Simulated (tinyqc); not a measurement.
Swing of the coupled dose with resist thickness: standing waves and exposure in a photoresist film.

Normal incidence from air. Unexposed resist: N1 = n1 + i k1 with k1 = (A + B) lam/(4 pi), lam in micrometres. r01 = (1 - N1)/(1 + N1), t01 = 2/(1 + N1). Below the resist lie the layer Na = na + i ka and the substrate Ns = ns + i ks: r12 = (r1a + ras x)/(1 + r1a ras x), x = exp(4 pi i Na da/lam), r1a = (N1 - Na)/(N1 + Na), ras = (Na - Ns)/(Na + Ns). With p = exp(2 pi i N1 d/lam), the field at depth z is E(z) = t01 [exp(2 pi i N1 z/lam) + r12 p^2 exp(-2 pi i N1 z/lam)]/(1 + r01 r12 p^2), the relative intensity I(z) = n1 |E(z)|^2 and the reflectance R = |(r01 + r12 p^2)/(1 + r01 r12 p^2)|^2.

Values chosen for the exercise (a resist on Cu, indices near tabulated ones; shifted at random, so the results belong to these values and not to a real crystal):
- lam = 248 nm (vacuum wavelength)
- n1 = 1.791 (resist index)
- A = 0.11 1/micrometre (bleachable absorption (Dill A))
- B = 0.48 1/micrometre (fixed absorption (Dill B))
- d = 260 nm (resist thickness)
- ns = 1.475 (substrate n)
- ks = 1.833 (substrate k)
- na = 1.747 (n of the bottom antireflection layer)
- ka = 0.406 (its k)
- da = 36 nm (its thickness)

The mean of I is taken over 800 depths; the relative dose to clear is taken as 1/(mean of I over the lowest period, 60 depths), scaled to 1 in the first row.

Swing:
```
d (nm)       R  mean I  relative dose
260.0   0.0606  0.8730          1.000
271.5   0.0484  0.8860          0.995
283.1   0.0736  0.8629          1.030
294.6   0.1078  0.8273          1.076
306.2   0.1182  0.8114          1.096
317.7   0.0959  0.8266          1.075
329.2   0.0613  0.8564          1.043
340.8   0.0496  0.8675          1.038
352.3   0.0735  0.8452          1.073
363.9   0.1067  0.8116          1.120
375.4   0.1166  0.7973          1.140
386.9   0.0952  0.8119          1.120
398.5   0.0618  0.8398          1.087
```

How do the results move, and what explains it?

The period is 69.2 nm, six rows. The relative dose swings between 0.995 and 1.140, a ratio (max - min)/mean of 0.135, against the estimate 4 sqrt(|r01|^2 |r12|^2) exp(-(A + B) d) = 0.079 for the oscillating part alone; the ratio from the table also holds the slow rise from absorption, 8.7 % over two periods, so the two are not strictly comparable. The dose is least sensitive to thickness at an extremum; the lowest dose listed is at 271.5 nm.

Program tinyqc; command `OMP_NUM_THREADS=1 python tinyqc.py 1680595 1680596 out.jsonl`; about 0.01 s on one thread of a shared Intel(R) Xeon(R) Processor @ 2.30GHz.
